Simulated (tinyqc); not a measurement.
Oxide trap near a transistor channel: two-state multiphonon kinetics, telegraph noise and bias instability: one step, computed by the program tinyqc.

An n-channel device under positive gate bias. The trap is empty (state 1) or holds an electron (state 2); both states are parabolas of equal curvature, and the electron reservoir is taken at the Fermi level of the channel.

Question. Many traps: 1/f noise. McWhorter number fluctuations for traps uniform in depth and energy: S_V = e^2 k_B T N_t lambda/(W L C_ox^2 f), C_ox = eps_ox eps_0/t_ox. The number of traps within k_B T in energy and one decade in time is N_t k_B T lambda ln(10) W L.

Inputs (values chosen for the exercise, with an insulator like Al2O3 on silicon): insulator constant eps_ox = 9.03; insulator thickness t_ox = 5.3 nm; trap depth x from the interface = 2.4 nm; tunnel barrier phi_b = 2.17 eV; oxide field F = 5.1 MV/cm; temperature T = 400 K; channel width W = 20 nm; channel length L = 62 nm; frequency f = 40000 Hz; trap density N_t = 7e+17 cm^-3 eV^-1.

Parts treated: one trap and an ensemble.

attenuation length lambda = 0.1089183 nm

Constants: eps_0 = 8.8541878128e-12 F/m; e = 1.602176634e-19 C; k_B = 8.617333262e-05 eV/K.

Give: C_ox; 1/f noise S_V(f); active traps per decade.

Answer.

C_ox = 1.509 microF/cm^2

1/f noise S_V(f) = 5.977e-12 V^2/Hz

active traps per decade = 0.007504

With less than one active trap per decade a single device shows separate Lorentzians; 1/f is only the average over many devices. Caution: the field lowers the tunnel barrier appreciably over the trap depth, so the rectangular barrier understates the rate. Caution: N_t k_B T lambda ln(10) W L, the number of active traps per decade, is below one, so S_V is only the mean over many devices.
